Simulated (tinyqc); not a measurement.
Square lattice in a magnetic field (Harper-Hofstadter model): one step. Band edges. Three cases, with inputs chosen for the exercise.

Question. Diagonalise at (0, 0) and (pi/q, pi/q).

Landau gauge, lattice period 1: the magnetic cell has q sites j = 0 to q - 1 along x. H_jj = -2 ty cos(ky + 2 pi p j/q), H_(j,j+1) = -tx, and the bond from q - 1 back to 0 is H_(q-1,0) = -tx exp(i q kx). The levels depend on k only through cos(q kx) and cos(q ky), so the band edges lie at (0, 0) and (pi/q, pi/q).

Give: Bands (meV).

Case 1.

Values chosen:
- p = 1 (flux per plaquette p/q, in units of h/e)
- q = 5
- tx = 1.5 meV (hopping along x)
- ty = 1.2 meV (hopping along y)

Answer.

Bands (meV):
```
band   bottom      top   width  gap above
1     -4.0213  -3.9239  0.0974     2.0465
2     -1.8774  -1.2239  0.6535     0.6678
3     -0.5561   0.5561  1.1123     0.6678
4      1.2239   1.8774  0.6535     2.0465
5      3.9239   4.0213  0.0974          -
```

The bands cover 2.614 meV of the zero-field width 4 (tx + ty) = 10.8 meV.

Case 2.

Values chosen:
- p = 1 (flux per plaquette p/q, in units of h/e)
- q = 4
- tx = 0.7 meV (hopping along x)
- ty = 1.5 meV (hopping along y)

Answer.

Bands (meV):
```
band   bottom      top   width  gap above
1     -3.3106  -2.9069  0.4037     1.3225
2     -1.5843   0.0000  1.5843     0.0000
3      0.0000   1.5843  1.5843     1.3225
4      2.9069   3.3106  0.4037          -
```

The bands cover 3.976 meV of the zero-field width 4 (tx + ty) = 8.8 meV. For even q the two middle bands touch at E = 0.

Case 3.

Values chosen:
- p = 2 (flux per plaquette p/q, in units of h/e)
- q = 7
- tx = 1.8 meV (hopping along x)
- ty = 0.6 meV (hopping along y)

Answer.

Bands (meV):
```
band   bottom      top   width  gap above
1     -3.7598  -3.4501  0.3097     0.0075
2     -3.4425  -2.9039  0.5387     1.1846
3     -1.7193  -0.8211  0.8981     0.1519
4     -0.6692   0.6692  1.3384     0.1519
5      0.8211   1.7193  0.8981     1.1846
6      2.9039   3.4425  0.5387     0.0075
7      3.4501   3.7598  0.3097          -
```

The bands cover 4.831 meV of the zero-field width 4 (tx + ty) = 9.6 meV.

Computed by tinyqc, one run a case: `OMP_NUM_THREADS=1 python tinyqc.py N N+1 out.jsonl` with N = 1250233, 1250355, 1250760; one thread of a shared Intel(R) Xeon(R) Processor @ 2.30GHz, about 0.07 s a run at most.
